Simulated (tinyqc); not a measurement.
Kinetic Monte Carlo and master equation for a particle on a ring of sites with traps and bias: one step, computed by the program tinyqc. Command: `OMP_NUM_THREADS=1 python tinyqc.py 3005766 3005767 out.jsonl kmc walk`. One thread of a shared host (Intel(R) Xeon(R) Processor @ 2.30GHz), about 0.06 s of CPU time with the checks.

7 sites on a ring, numbered 1 to 7. The saddle between i and i+1 lies at E0 + s b_i and site i at s eps_i; a force F tilts the landscape, with the saddle half-way.

Question. Twelve steps of the residence-time algorithm. Start on site 1 at t = 0. Hop right if r1 is below the share right, else left; advance the clock by -ln(r2) times the mean stay.

Inputs (values chosen for the exercise, for a model defect): temperature T = 390 K.

Disorder: random barriers.

Random numbers:
```
step,r1,r2
1,0.4546,0.7196
2,0.8890,0.6348
3,0.9129,0.6252
4,0.3808,0.0663
5,0.2981,0.8697
6,0.9068,0.1064
7,0.9393,0.7156
8,0.4213,0.8263
9,0.5985,0.9658
10,0.1401,0.0342
11,0.2576,0.3736
12,0.0784,0.1220
```

Rates, shares of right hops and mean stays:
```
site,k right (1/s),k left (1/s),share right,mean stay (s)
1,7.730715e+06,967060,0.8888153,1.149719e-07
2,2.672306e+06,5765059,0.3167228,1.185204e-07
3,2.275645e+06,1992830,0.5331284,2.342757e-07
4,1.746201e+06,1697027,0.5071408,2.904252e-07
5,1.172559e+07,1302202,0.9000443,7.675897e-08
6,1.695008e+06,8744175,0.1623698,9.579294e-08
7,1.296789e+06,1264025,0.5063970,3.905008e-07
```

Give: Trajectory.

Answer.

Trajectory:
```
step,site,hop,wait (s),clock (s),net hops
1,1,right,3.783e-08,3.783e-08,1
2,2,left,5.386e-08,9.169e-08,0
3,1,left,5.400e-08,1.457e-07,-1
4,7,right,1.060e-06,1.205e-06,0
5,1,right,1.605e-08,1.221e-06,1
6,2,left,2.656e-07,1.487e-06,0
7,1,left,3.847e-08,1.525e-06,-1
8,7,right,7.451e-08,1.600e-06,0
9,1,right,4.001e-09,1.604e-06,1
10,2,right,4.001e-07,2.004e-06,2
11,3,right,2.307e-07,2.235e-06,3
12,4,right,6.110e-07,2.846e-06,4
```
